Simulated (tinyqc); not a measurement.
Ion implantation: universal nuclear stopping, Lindhard-Scharff electronic stopping and a Gaussian range profile. Inputs raised by 10 %, one at a time. Computed by tinyqc, a small Python program. Command: `OMP_NUM_THREADS=1 python tinyqc.py 3007631 3007632 out.jsonl implant sens`. One thread of a shared host (Intel(R) Xeon(R) Processor @ 2.30GHz), about 0.2 s of CPU time with the checks.

An ion slows by elastic collisions with screened nuclei and by friction with electrons; channelling is ignored and the target is uniform.

Inputs (values chosen for the exercise, modelled on aluminium ions in silicon):
```
quantity                                 value    unit
ion atomic number Z1                        13       -
ion mass M1                                 27       u
target atomic number Z2                     14       -
target mass M2                           28.09       u
target density N                         49.94  1/nm^3
ion energy E                               7.3     keV
scale factor of electronic stopping k      1.1       -
dose Q                                 3.1e+14  1/cm^2
background C_B                         4.3e+16  1/cm^3
```

Method:
- Reduced energy eps = 32.53 M2 E/(Z1 Z2 (M1 + M2)(Z1^0.23 + Z2^0.23)), E in keV; s_n = ln(1 + 1.1383 eps)/(2 (eps + 0.01321 eps^0.21226 + 0.19593 eps^0.5)) for eps up to 30 and ln(eps)/(2 eps) above; S_n = 8.462 Z1 Z2 M1 s_n/((M1 + M2)(Z1^0.23 + Z2^0.23)) in 1e-15 eV cm^2.
- S_e = k 3.83 Z1^(7/6) Z2/(Z1^(2/3) + Z2^(2/3))^(3/2) sqrt(E/M1) in 1e-15 eV cm^2, E in keV.
- Path length R = int_0^E dE'/(N (S_n + S_e)); energy lost to nuclei nu = int_0^E S_n/(S_n + S_e) dE' (both with E' = E y^3 and 64 Gauss-Legendre points in y).
- Estimates of Lindhard type: R_p = R/(1 + M2/(3 M1)), straggle dR_p = (2/3) R_p sqrt(M1 M2)/(M1 + M2).
- C(x) = C_p exp(-(x - R_p)^2/(2 dR_p^2)) with C_p = Q/(sqrt(2 pi) dR_p), 1 nm = 1e-7 cm; the profile falls to the background at x_j = R_p + dR_p sqrt(2 ln(C_p/C_B)); the peak atomic fraction is C_p/N.

Runs; columns: (1) input moved; (2) from; (3) to; (4) projected range R_p (nm); (5) straggle dR_p (nm); (6) depth x_j where C falls to C_B (nm); (7) energy lost to nuclei nu (keV):
```
(1)                                        (2)       (3)     (4)     (5)     (6)     (7)
base run                                     -         -  17.707  5.9013  42.027  6.2381
scale factor of electronic stopping k      1.1      1.21  17.467  5.8212  41.476  6.1492
background C_B (1/cm^3)                4.3e+16  4.73e+16  17.707  5.9013  41.890  6.2381
target density N (1/nm^3)                49.94    54.934  16.098  5.3648  38.330  6.2381
ion mass M1 (u)                             27      29.7  17.706  5.8997  42.019  6.3134
ion atomic number Z1                        13      14.3  16.729  5.5753  39.782  6.2378
target mass M2 (u)                       28.09    30.899  17.834  5.9311  42.269  6.2004
target atomic number Z2                     14      15.4  16.774  5.5904  39.886  6.2539
```

Exponents ln(y'/y) / ln(x'/x):
```
input                                  projected range R_p  straggle dR_p  depth x_j where C falls to C_B  energy lost to nuclei nu
scale factor of electronic stopping k               -0.143         -0.143                          -0.138                    -0.151
background C_B                                       0.000          0.000                          -0.034                     0.000
target density N                                    -1.000         -1.000                          -0.966                     0.000
ion mass M1                                         -0.001         -0.003                          -0.002                     0.126
ion atomic number Z1                                -0.596         -0.596                          -0.576                    -0.001
target mass M2                                       0.075          0.053                           0.060                    -0.064
target atomic number Z2                             -0.568         -0.568                          -0.549                     0.027
```

Which inputs matter most for each result?

Among the inputs moved here: projected range R_p answers most in size to target density N (exponent -1.000), next to ion atomic number Z1 (-0.596); its exponent is below 0.0005 for background C_B. Its exponent -1.000 in target density N: range is inverse to density. Straggle dR_p answers most in size to target density N (exponent -1.000), next to ion atomic number Z1 (-0.596); its exponent is below 0.0005 for background C_B. depth x_j where C falls to C_B answers most in size to target density N (exponent -0.966), next to ion atomic number Z1 (-0.576). Energy lost to nuclei nu answers most in size to scale factor of electronic stopping k (exponent -0.151), next to ion mass M1 (+0.126); its exponent is below 0.0005 for background C_B, target density N.
